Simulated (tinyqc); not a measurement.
Quasiparticle equation with a plasmon-pole self-energy for two band edges: one step. Updating the energies in the Green function. Four cases, with inputs chosen for the exercise.

Question. Solve both equations exactly, put the results in place of a and b, and repeat five times; w is kept.

For each edge E = e + X + Sc(E), with the correlation part Sc(E) = A[0]/(E - a + w) + A[1]/(E - b - w); a and b are the valence and conduction energies that enter the Green function (a = ev, b = ec in the one-shot scheme). Z = 1/(1 - dSc/dE), dSc/dE = -A[0]/(E - a + w)^2 - A[1]/(E - b - w)^2.

Case 1.

Values chosen (scales of the order of those of GaAs; shifted at random, so the results belong to these values and not to a real crystal): ev = 0 eV (mean-field valence top); ec = 0.48 eV (mean-field conduction edge); w = 14.5 eV (pole energy); Av = (45.2, 21.4) eV^2 (weights of the valence state on the hole and electron poles); Ac = (19.5, 45.2) eV^2 (the same for the conduction state); Xv = -2.14 eV (exchange minus the mean-field potential, valence); Xc = 2.54 eV (the same, conduction).

Case 2.

Values chosen (scales of the order of those of HfO2; shifted at random, so the results belong to these values and not to a real crystal): ev = 0 eV (mean-field valence top); ec = 3.92 eV (mean-field conduction edge); w = 13.5 eV (pole energy); Av = (30.4, 12) eV^2 (weights of the valence state on the hole and electron poles); Ac = (12.4, 29.9) eV^2 (the same for the conduction state); Xv = -3 eV (exchange minus the mean-field potential, valence); Xc = 2.15 eV (the same, conduction).

Case 3.

Values chosen (scales of the order of those of GaAs; shifted at random, so the results belong to these values and not to a real crystal): ev = 0 eV (mean-field valence top); ec = 0.5 eV (mean-field conduction edge); w = 14.8 eV (pole energy); Av = (40.5, 16.4) eV^2 (weights of the valence state on the hole and electron poles); Ac = (17.5, 37.2) eV^2 (the same for the conduction state); Xv = -2.48 eV (exchange minus the mean-field potential, valence); Xc = 1.89 eV (the same, conduction).

Case 4.

Values chosen (scales of the order of those of Si; shifted at random, so the results belong to these values and not to a real crystal): ev = 0 eV (mean-field valence top); ec = 0.58 eV (mean-field conduction edge); w = 15.9 eV (pole energy); Av = (43.5, 22.8) eV^2 (weights of the valence state on the hole and electron poles); Ac = (18.5, 51.3) eV^2 (the same for the conduction state); Xv = -1.64 eV (exchange minus the mean-field potential, valence); Xc = 2.52 eV (the same, conduction).

Give: Cycles (eV).

Answer.

Case 1.

Cycles (eV):

| cycle | Ev | Ec | gap |
|---|---|---|---|
| 1 | -0.3436 | 1.0342 | 1.3778 |
| 2 | -0.3643 | 1.1090 | 1.4733 |
| 3 | -0.3629 | 1.1203 | 1.4832 |
| 4 | -0.3620 | 1.1222 | 1.4842 |
| 5 | -0.3617 | 1.1226 | 1.4843 |

The update moves the gap by +106 meV from the one-shot value; each cycle shrinks the change to about 0.10 of the one before.

Case 2.

Cycles (eV):

| cycle | Ev | Ec | gap |
|---|---|---|---|
| 1 | -1.1781 | 4.4545 | 5.6326 |
| 2 | -1.3423 | 4.4952 | 5.8375 |
| 3 | -1.3643 | 4.4962 | 5.8605 |
| 4 | -1.3674 | 4.4958 | 5.8631 |
| 5 | -1.3678 | 4.4956 | 5.8634 |

The update moves the gap by +231 meV from the one-shot value; each cycle shrinks the change to about 0.11 of the one before.

Case 3.

Cycles (eV):

| cycle | Ev | Ec | gap |
|---|---|---|---|
| 1 | -0.6469 | 0.9170 | 1.5639 |
| 2 | -0.7261 | 0.9404 | 1.6666 |
| 3 | -0.7368 | 0.9395 | 1.6763 |
| 4 | -0.7385 | 0.9388 | 1.6773 |
| 5 | -0.7388 | 0.9386 | 1.6774 |

The update moves the gap by +113 meV from the one-shot value; each cycle shrinks the change to about 0.09 of the one before.

Case 4.

Cycles (eV):

| cycle | Ev | Ec | gap |
|---|---|---|---|
| 1 | -0.2288 | 0.9067 | 1.1354 |
| 2 | -0.2398 | 0.9484 | 1.1882 |
| 3 | -0.2387 | 0.9546 | 1.1932 |
| 4 | -0.2381 | 0.9556 | 1.1938 |
| 5 | -0.2380 | 0.9558 | 1.1938 |

The update moves the gap by +58 meV from the one-shot value; each cycle shrinks the change to about 0.10 of the one before.

Computed by tinyqc, one run a case: `OMP_NUM_THREADS=1 python tinyqc.py N N+1 out.jsonl` with N = 1880273, 1880395, 1880460, 1880473; one thread of a shared Intel(R) Xeon(R) Processor @ 2.30GHz, about 0.03 s a run at most.
